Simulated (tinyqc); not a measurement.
# Hexagonal on-chip spiral inductor, lumped pi model: what changes with what

Outer diameter do = di + 2 n wd + 2 (n - 1) sp, mean da = (do + di)/2, fill p = (do - di)/(do + di), length l = 3.464 n da. L = 2.33 mu0 n^2 da/(1 + 3.82 p), mu0 = 4 pi 1e-7 H/m. Rs = rho l/(wd delta (1 - exp(-th/delta))), delta = sqrt(rho/(pi f mu0)). Cs = n wd^2 eps0 eo/hu across the coil. At each end Cox = l wd eps0 eo/(2 ho) leads to the substrate branch Rsi = 2 rs he/(l wd) in parallel with Csi = l wd eps0 11.7/(2 he). With one end grounded Y = 1/(Rs + i w L) + i w Cs + 1/[1/(i w Cox) + 1/(1/Rsi + i w Csi)], w = 2 pi f; Q = -Im Y/Re Y. Eddy currents in neighbouring turns and in the substrate are left out.

Parameters, values chosen for the exercise; values of the order met in silicon radio-frequency processes:
```
symbol,value,unit,meaning
n,4.5,,number of turns
wd,10,um,line width
sp,3,um,space between turns
di,80,um,inner diameter
th,0.9,um,metal thickness
rho,1.9,uohm cm,metal resistivity
ho,7.3,um,oxide below the coil
hu,1,um,oxide between coil and underpass
eo,3.9,,relative permittivity of the oxide
rs,100,ohm cm,substrate resistivity
he,80,um,effective spreading depth in the substrate
f,4.9,GHz,frequency
```

Constants: eps0 = 8.8541878128e-12 F/m. Results are converted to the units shown.

Each table varies one quantity; the others keep the values above.

## Quality factor against frequency

Apparent inductance Im(1/Y)/w; share of the loss Re(substrate branch)/Re Y.

Result of one run:

| f (GHz) | Rs (ohm) | w L/Rs | Q | apparent inductance (nH) | loss in the substrate (%) |
|---|---|---|---|---|---|
| 9.1 | 7.773 | 23.04 | 12.59 | 4.273 | 25.15 |

What becomes of these results when the frequency f is changed from 9.1 to 15 GHz, all else the same?

Result of the changed run:

| f (GHz) | Rs (ohm) | w L/Rs | Q | apparent inductance (nH) | loss in the substrate (%) |
|---|---|---|---|---|---|
| 15 | 8.902 | 33.16 | 4.940 | 11.25 | 44.35 |

The whole series:

| f (GHz) | Rs (ohm) | w L/Rs | Q | apparent inductance (nH) | loss in the substrate (%) |
|---|---|---|---|---|---|
| 0.29 | 4.970 | 1.149 | 1.147 | 3.132 | 0.04082 |
| 0.48 | 5.123 | 1.844 | 1.839 | 3.133 | 0.1244 |
| 0.78 | 5.316 | 2.888 | 2.871 | 3.137 | 0.3415 |
| 1.3 | 5.583 | 4.583 | 4.512 | 3.148 | 0.9303 |
| 2.1 | 5.915 | 6.988 | 6.725 | 3.176 | 2.287 |
| 3.4 | 6.356 | 10.53 | 9.575 | 3.252 | 5.420 |
| 5.6 | 6.968 | 15.82 | 12.43 | 3.483 | 12.43 |
| 9.1 | 7.773 | 23.04 | 12.59 | 4.273 | 25.15 |
| 15 | 8.902 | 33.16 | 4.940 | 11.25 | 44.35 |

Q goes from 1.15 through a maximum of 12.6 (at f = 9.1 GHz among the rows listed) to 4.94; the exact peak is 13.1 at 7.41 GHz and Q reaches zero at the self-resonance, 17.5 GHz. The share of the substrate rises from 0.0408 to 44.4 %, and the apparent inductance ends at 3.59 times L. At the peak the substrate takes 19.0 % of the loss. For f = 15 the coil is longer than 0.15 of a wavelength in the oxide, where one lumped section is rough.

## Effect of the number of turns

Same model as above.

Peak Q and its frequency from a search over f; self-resonance where Im Y = 0; Q at the given f (negative beyond resonance).

Results:

| n | L (nH) | do (um) | peak Q | f of the peak (GHz) | self-resonance (GHz) | Q at f |
|---|---|---|---|---|---|---|
| 1.5 | 0.3846 | 113.0 | 24.95 | 41.43 | 92.30 | 7.316 |
| 2.5 | 0.9875 | 139.0 | 19.88 | 19.43 | 43.65 | 9.743 |
| 3.5 | 1.890 | 165.0 | 16.00 | 11.37 | 26.12 | 11.30 |
| 4.5 | 3.133 | 191.0 | 13.10 | 7.413 | 17.53 | 11.78 |
| 6.5 | 6.824 | 243.0 | 9.190 | 3.772 | 9.509 | 8.618 |
| 8.5 | 12.43 | 295.0 | 6.772 | 2.208 | 5.936 | 2.481 |

Estimate the missing row, n = 5.5.

Computed row:

| n | L (nH) | do (um) | peak Q | f of the peak (GHz) | self-resonance (GHz) | Q at f |
|---|---|---|---|---|---|---|
| 5.5 | 4.762 | 217.0 | 10.90 | 5.168 | 12.61 | 10.87 |

With this row back in the table: As n goes from 1.5 to 8.5, L rises from 0.385 to 12.4 nH, the peak Q falls from 24.9 to 6.77, its frequency falls from 41.4 to 2.21 GHz and the self-resonance falls from 92.3 to 5.94 GHz.

tinyqc, about 0.01 s, one thread, Intel Xeon 2.30GHz (shared host): `OMP_NUM_THREADS=1 python tinyqc.py 2302147 2302148 out.jsonl`
